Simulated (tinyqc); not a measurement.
# Resistance of a source-drain extension with a graded tip: effects of single changes

y runs along the channel, the gate covers y > 0. The doping is N0 for y < y0 and N0 10^(-(y - y0)/la) beyond, uniform over the depth xj. Sheet conductance s(y) = q mu(N) max(N - Nch, 0) xj + (for y > 0) ma Cox Vo, with mu(N) = u0 + (u1 - u0)/(1 + (N/Nr)^au) and Cox = eps0 eox/tox. Current is taken as one-dimensional; depletion of the tip, spreading and the contact are left out. The metallurgical junction lies at yj, where N = Nch.

Parameters, values chosen for the exercise; mobility law close to that of holes in silicon:

| symbol | value | unit | meaning |
|---|---|---|---|
| eox | 21.9 |  | relative permittivity of the gate insulator (close to hafnium oxide) |
| tox | 3.9 | nm | insulator thickness |
| N0 | 1.1e20 | cm^-3 | active doping of the extension far from the gate |
| la | 2.4 | nm/decade | lateral abruptness |
| xj | 22 | nm | depth of the extension |
| Nch | 2.9e18 | cm^-3 | channel doping |
| Ls | 17 | nm | spacer length |
| Vo | 0.55 | V | gate overdrive |
| ma | 64 | cm^2/(V s) | mobility of the gate-induced layer |
| u1 | 470.5 | cm^2/(V s) | mobility at low doping |
| u0 | 44.9 | cm^2/(V s) | mobility at high doping |
| Nr | 2.23e17 | cm^-3 | reference doping |
| au | 0.719 |  | exponent |
| Lg | 60 | nm | gate length |

Constants: q = 1.602176634e-19 C, eps0 = 8.8541878128e-14 F/cm where lengths are in cm. Results are converted to the units shown.

Each table varies one quantity; the others keep the values above.

## Abruptness at a fixed junction position

R_spacer = integral of dy/s from -Ls to 0, R_ov from 0 to yj, R_channel = (Lg - 2 yj)/(ma Cox Vo), R_total = 2 R_spacer + 2 R_ov + R_channel. Electrical length L_eff = ma Cox dR_total/d(1/Vo); R_series = R_total - L_eff/(ma Cox Vo). y0 is moved with la so that yj stays at 3.2896 nm.

The same in every row: yj (nm) = 3.290; R_channel (ohm um) = 305.2.

Results:
```
la (nm/decade)	R_spacer (ohm um)	R_ov (ohm um)	R_total (ohm um)	L_eff (nm)	R_series (ohm um)
1	9.048	4.513	332.4	54.18	22.79
2.3	9.081	8.270	339.9	55.10	25.10
3.6	10.66	10.92	348.4	55.91	28.95
4.9	14.25	12.51	358.8	56.52	35.82
6.1	18.93	13.49	370.1	56.94	44.70
8.7	32.38	14.81	399.6	57.59	70.58
10	40.43	15.25	416.6	57.82	86.25
```

Estimate the missing row, la = 7.4 nm/decade.

Computed row:
```
la (nm/decade)	R_spacer (ohm um)	R_ov (ohm um)	R_total (ohm um)	L_eff (nm)	R_series (ohm um)
7.4	25.16	14.25	384.0	57.30	56.62
```

With this row back in the table: As la goes from 1 to 10 nm/decade, R_total rises from 332 to 417 ohm um, R_spacer rises from 9.05 to 40.4 ohm um and R_ov rises from 4.51 to 15.2 ohm um. R_total changes on average by 9.36 ohm um for each nm/decade. L_eff exceeds the metallurgical length by 0.759 nm in the first row and 4.40 nm in the last, since the gate also controls the lightly doped tips.

## Effect of the position under the gate where the fall begins

Same model as above.

Effect of the position under the gate where the fall begins:
```
y0 (nm)	yj (nm)	R_spacer (ohm um)	R_ov (ohm um)	R_channel (ohm um)	R_total (ohm um)	L_eff (nm)	R_series (ohm um)
-2	1.790	11.03	6.527	322.4	357.5	57.99	26.14
0	3.790	9.048	8.831	299.5	335.3	54.18	25.69
2	5.790	9.048	9.805	276.7	314.4	50.21	27.48
4	7.790	9.048	10.78	253.8	293.5	46.24	29.26
6	9.790	9.048	11.75	231.0	272.6	42.27	31.04
8	11.79	9.048	12.73	208.1	251.7	38.30	32.82
```

As y0 goes from -2 to 8, R_total falls from 357 to 252 ohm um, L_eff falls from 58.0 to 38.3 nm and R_series goes from 26.1 through a minimum of 25.7 (at y0 = 0 among the rows listed) to 32.8 ohm um. More overlap also shortens the channel and adds capacitance, effects on threshold and speed that are left out.

Computed by the program tinyqc: `OMP_NUM_THREADS=1 python tinyqc.py 2282191 2282192 out.jsonl`, one thread of a shared Intel Xeon 2.30GHz, about 0.03 s for the whole run.
